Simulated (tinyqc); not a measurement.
Shallow acceptor in the spherical model (Baldereschi-Lipari), strong spin-orbit limit: one step, computed by the program tinyqc.

The 1S(3/2) state has an s envelope f(r) and a d envelope g(r). In effective units they obey -(f'' + 2f'/r + 2f/r) + mu (g'' + 5g'/r + 3g/r^2) = E f and -(g'' + 2g'/r - 6g/r^2 + 2g/r) + mu (f'' - f'/r) = E g. The cubic term, the split-off band and the central cell are left out.

Question. Matrices in a small basis. zeta_i = zeta_1 beta^(i-1), i = 1..n, in both channels. Basis: f_i = exp(-zeta_i r), g_i = r exp(-zeta_i r), weight r^2 dr, s = zeta_i + zeta_j. S_ff = 2/s^3, H_ff = zeta_i zeta_j S_ff - 2/s^2; S_gg = 24/s^5, H_gg = 8/s^3 + 24 zeta_i zeta_j/s^5 - 12/s^4; H(f_i, g_j) = mu (6 zeta_i^2/s^4 + 2 zeta_i/s^3); S_fg = 0. Each function is normalised by sqrt(S_ii).

Inputs (values chosen for the exercise, modelled on InAs): functions per channel n = 2; smallest exponent zeta_1 = 0.97 1/a*; ratio beta of exponents = 2.6.

mu = 0.8842

Give: H; S.

Answer.

H (Ry*):
```
,f1,f2,g1,g2
f1,-0.9991,-0.7517,1.201,1.646
f2,-0.7517,1.316484,2.843,8.117
g1,1.201,2.843,1.225,2.749
g2,1.646,8.117,2.749,12.32
```

S:
```
,f1,f2,g1,g2
f1,1.000,0.719,0.000,0.000
f2,0.719,1.000,0.000,0.000
g1,0.000,0.000,1.000,0.577
g2,0.000,0.000,0.577,1.000
```
